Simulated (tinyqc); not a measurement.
# Worked calculation: Schottky emission and Poole-Frenkel conduction in an insulator, and how to tell them apart

Numbers from tinyqc (`OMP_NUM_THREADS=1 python tinyqc.py 2370058 2370059 out.jsonl`; about 0.01 s on one thread of a shared Intel Xeon 2.30GHz). Printed values are rounded.

Schottky emission (electrode-limited): J = As T^2 exp[-(pb - b sqrt(F))/Vt], b = sqrt(q/(4 pi eps0 ei)). Poole-Frenkel emission (bulk-limited): J = s0 F exp[-(pt - 2 b sqrt(F))/Vt]. F in V/cm.

Parameters, values chosen for the exercise; dielectric values close to those of silicon nitride:
```
symbol,value,unit,meaning
T,300,K,temperature
ei,4.14,,high-frequency relative permittivity
es,7.83,,static relative permittivity
pt,1.25,eV,trap depth
s0,0.42,S/cm,Poole-Frenkel prefactor
pb,1.58,eV,electrode barrier
As,15,A/(cm^2 K^2),Richardson constant
F,0.9,MV/cm,field
```

Constants: q = 1.602176634e-19 C, kB = 1.380649e-23 J/K, Vt = kB T/q, eps0 = 8.8541878128e-14 F/cm where lengths are in cm. Results are converted to the units shown.

## Both currents at one field

Lowerings b sqrt(F) and 2 b sqrt(F); the image-force maximum lies at sqrt(q/(16 pi eps0 ei F)) from the electrode.

Schottky lowering = 176.928 meV
position of the barrier top = 0.982934 nm
Poole-Frenkel lowering = 353.856 meV
J, Schottky = 3.62881e-18 A/cm^2
J, Poole-Frenkel = 3.33381e-10 A/cm^2

Injection and bulk transport act in series, so the smaller capacity limits the current: here the electrode, by a factor of 9.19e7.

## Which mechanism made these data

```
point  F (MV/cm)  J (A/cm^2)
0           1.12    1.04e-16
1           1.97   1.256e-15
2           2.81   8.982e-15
3           3.66   4.958e-14
4            4.5   2.227e-13
```

The data come from another sample of the same dielectric, in which one mechanism alone limits the current. Fit straight lines by least squares: ln J on sqrt(F) (Schottky plot, slope b/Vt) and ln(J/F) on sqrt(F) (Poole-Frenkel plot, slope 2 b/Vt), F in V/cm, and read a permittivity from each slope. The right mechanism gives a value near ei, and in any case between ei and es.

slope of the Schottky plot = 0.00721436 (cm/V)^0.5
permittivity read as Schottky = 4.13969
slope of the Poole-Frenkel plot = 0.00591051 (cm/V)^0.5
permittivity read as Poole-Frenkel = 24.6703

Both plots are nearly straight, so straightness decides nothing. Read as Schottky the data give 4.14, which matches ei = 4.14; read as Poole-Frenkel they give 24.7, above even the static value 7.83. The data were made by Schottky emission.
